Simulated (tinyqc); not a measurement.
## Metal-interlayer-semiconductor contact, depinning against tunnelling resistance: contact resistivity against the interlayer thickness

Zero bias, n-type semiconductor. Gap states at the semiconductor surface thin out as exp(-be ti), which unpins the barrier; electrons must then cross the interlayer (a rectangular barrier, no voltage drop across it) and the parabolic depleted layer, both by WKB. Energies E are counted from the Fermi level; no image force, parabolic bands.

S = 1/(1 + (1/S0 - 1) exp(-be ti)); phiB = S (phiM - chi) + (1 - S)(Eg - E0); xi = Ec - EF deep inside, from Nd = Nc F(-xi/Vt), F(x) = (2/sqrt(pi)) int_0^infinity sqrt(u) du/(1 + exp(u - x)); band bending U = phiB - xi; E00 = (hbar/2) sqrt(Nd/(eps0 eps_r mt m0)) in volts; A = 4 pi q mA m0 kB^2/h^3. With U = phiB - xi: for xi < E < phiB, y = (E - xi)/U and G1 = (U/E00) [sqrt(1 - y) - y ln((1 + sqrt(1 - y))/sqrt(y))], G1 = 0 above phiB; G2 = 2 ti sqrt(mi max(phiB + dE - E, 0)/C), C = hbar^2/(2 m0); f = 1/(1 + exp(E/Vt)); 1/rho_c = (A T^2/Vt^2) times the integral of exp(-G1 - G2) f over E from xi upwards. Shares under 0.001 % are printed as 0; rows without band bending are left out.

Values chosen for this exercise; semiconductor values close to those of 4H silicon carbide; interlayer mass of the order of that in hafnium oxide, offset chosen freely: temperature T = 300 K; band gap Eg = 3.39 eV; relative permittivity eps_r = 10; electron affinity chi = 3.59 eV; conduction-band density of states at T Nc = 1.7e19 cm^-3; tunnelling mass in the semiconductor mt = 0.194 m0; Richardson mass mA = 0.372 m0; donor density Nd = 1.5e18 cm^-3; charge-neutrality level above the valence band E0 = 1.9 eV; pinning factor without interlayer S0 = 0.64; metal work function phiM = 3.73 eV; conduction-band offset of the interlayer above the semiconductor dE = 1.59 eV; tunnelling mass in the interlayer mi = 0.2 m0; decay constant of gap states through the interlayer be = 3.6 1/nm.

Constants: q = 1.602176634e-19 C, kB = 1.380649e-23 J/K, eps0 = 8.8541878128e-12 F/m, hbar = 1.054571817e-34 J s, h = 6.62607015e-34 J s, m0 = 9.1093837015e-31 kg, Vt = kB T/q, hbar^2/(2 m0) = 0.0380998212 eV nm^2. Results are converted to the units shown.

The same in every row: E00/Vt = 0.632.

Contact resistivity against the interlayer thickness:

| ti (nm) | S | phiB (eV) | rho_c (ohm cm^2) | rho_c with G2 = 0 (ohm cm^2) | peak of the integrand (eV) | share above phiB (%) |
|---|---|---|---|---|---|---|
| 0 | 0.640 | 0.626 | 2.17 | 2.17 | 0.450 | 1.03 |
| 0.3 | 0.840 | 0.357 | 0.00178 | 2.99e-4 | 0.266 | 5.09 |
| 0.6 | 0.939 | 0.222 | 1.40e-4 | 4.15e-6 | 0.174 | 12.9 |
| 0.9 | 0.978 | 0.169 | 1.57e-4 | 8.28e-7 | 0.138 | 20.3 |
| 1.2 | 0.993 | 0.150 | 5.11e-4 | 4.76e-7 | 0.125 | 24.8 |
| 1.5 | 0.997 | 0.143 | 0.00241 | 3.95e-7 | 0.121 | 27.0 |
| 1.8 | 0.999 | 0.141 | 0.0129 | 3.71e-7 | 0.120 | 28.2 |
| 2.1 | 1.00 | 0.140 | 0.0717 | 3.63e-7 | 0.120 | 29.1 |
| 2.4 | 1.00 | 0.140 | 0.405 | 3.61e-7 | 0.120 | 29.8 |

As ti goes from 0 to 2.4, phiB falls from 0.626 to 0.140 eV and rho_c goes from 2.17 through a minimum of 1.40e-4 (at ti = 0.6 among the rows listed) to 0.405 ohm cm^2. At ti = 0.6 nm rho_c is 15500 times lower than without interlayer: up to there the falling barrier gains more than tunnelling through the layer costs, beyond it the layer dominates. The ratio of rho_c to its value with G2 = 0 runs from 1.00 to 1.12e6.

Range of the model: The depletion charge would drop about 0.018 V across such an interlayer (eps_r near 20) at ti = 1.7 nm and Nd = 1.5e18 cm^-3, against a band bending of 0.080 V; this model leaves that drop out.

Numbers from tinyqc (`OMP_NUM_THREADS=1 python tinyqc.py 2270007 2270008 out.jsonl`; about 0.03 s on one thread of a shared Intel Xeon 2.30GHz).
